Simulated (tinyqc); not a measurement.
Worked calculation: time-domain thermoreflectance: layered heat flow under a modulated pulse train, and what the signal ratio measures. Computed by tinyqc, a small Python program that keeps every step. Command: `OMP_NUM_THREADS=1 python tinyqc.py 3111566 3111567 out.jsonl tdtr walk`. One thread of a shared host (Intel(R) Xeon(R) Processor @ 2.30GHz), about 0.1 s of CPU time with the checks. Intermediate numbers are printed to about 7 digits and carried at full precision; extremes and crossings named in words are read from the listed rows.

Pulses repeat at 80 MHz; heat is laid down at the surface, all layers are isotropic.

Inputs (values chosen for the exercise, modelled on aluminium on a SiGe alloy):

| quantity | value | unit |
|---|---|---|
| metal thickness d | 83 | nm |
| metal conductivity | 160 | W/(m K) |
| metal heat capacity | 2.42 | MJ/(m^3 K) |
| boundary conductance G under the metal | 150 | MW/(m^2 K) |
| substrate conductivity kappa | 8.09 | W/(m K) |
| substrate heat capacity C | 1.64 | MJ/(m^3 K) |
| modulation frequency f | 5 | MHz |
| spot radius w (1/e^2, pump and probe) | 8.8 | micrometre |
| delay t | 510 | ps |

Stack: metal, substrate.

## Length and time scales

Penetration depth sqrt(kappa/(pi f C)); effusivity sqrt(kappa C); cooling time of the metal d C_m/G; Kapitza length kappa/G.

penetration depth = 0.5603926 micrometre

effusivity = 3642.472 W s^(1/2)/(m^2 K)

cooling time of the metal = 1339.067 ps

Kapitza length = 53.93333 nm

depth over spot radius = 0.06368098

## Impedance at k = 0 and the modulation frequency

For radial wave number k and angular frequency W each layer has u = sqrt(4 pi^2 k^2 + i W C/kappa) and gamma = kappa u. Surface impedance from below: Z = 1/gamma for the substrate; a layer of thickness L maps Z to (Z + tanh(u L)/gamma)/(1 + gamma Z tanh(u L)); a boundary adds 1/G. Take k = 0 and W = 2 pi f.

Z of the substrate = 34.63490-34.63490i m^2 K/GW

Z at the surface = 27.00829-34.18664i m^2 K/GW

## Response at the modulation frequency

Response per absorbed watt H(W) = 2 pi int_0^(2/w) Z(k, W) exp(-pi^2 k^2 w^2) k dk by 20 Gauss-Legendre points.

H(2 pi f) = 0.1124608-0.1352873i K/mW

phase of H(2 pi f) = -50.26413 degrees

## Signal at one delay

Signal: X + iY = sum_(m = -M..M) H(2 pi (f + m f_r)) exp(i 2 pi m f_r t) exp(-pi (m/M)^2 x 4), f_r = 80 MHz, M = 4000, with H(-W) the complex conjugate of H(W); V_in = X, V_out = Y, ratio = -V_in/V_out.

V_in = 0.2447422 K/mW

V_out = -0.1328207 K/mW

ratio -V_in/V_out = 1.842652

## Ratio and sensitivities against delay

Sensitivity S = ln(ratio'/ratio)/ln(1.01) for a rise of one input by 1 %.

Ratio and sensitivities:

| t (ps) | ratio | S to kappa | S to G | S to d | S to C | S to w |
|---|---|---|---|---|---|---|
| 100 | 2.175389 | 0.3879364 | -0.0035881 | -0.7312362 | 0.3814837 | -0.08781078 |
| 200 | 2.073469 | 0.3773303 | -0.0286536 | -0.6919917 | 0.3707518 | -0.08750265 |
| 400 | 1.914569 | 0.3560002 | -0.0592278 | -0.6227425 | 0.3492002 | -0.08692019 |
| 800 | 1.685984 | 0.3181481 | -0.0894454 | -0.5205635 | 0.3109551 | -0.08600821 |
| 1500 | 1.420534 | 0.2672013 | -0.1076189 | -0.4036765 | 0.2593860 | -0.08514144 |
| 2500 | 1.174763 | 0.2175360 | -0.1108273 | -0.3033548 | 0.2088767 | -0.08513798 |
| 4000 | 0.934467 | 0.1720254 | -0.1049302 | -0.2195009 | 0.1620677 | -0.08722815 |

The largest sensitivity in size at 100 ps is to d (-0.73). kappa and C enter almost alike, through the effusivity. At 400 ps an error of 3 % in d passes on as 5 % in kappa.

Checks made by the program: steady rise of a bare substrate, 1/(2 sqrt(pi) w kappa), from the same quadrature (relative difference below 1e-10).
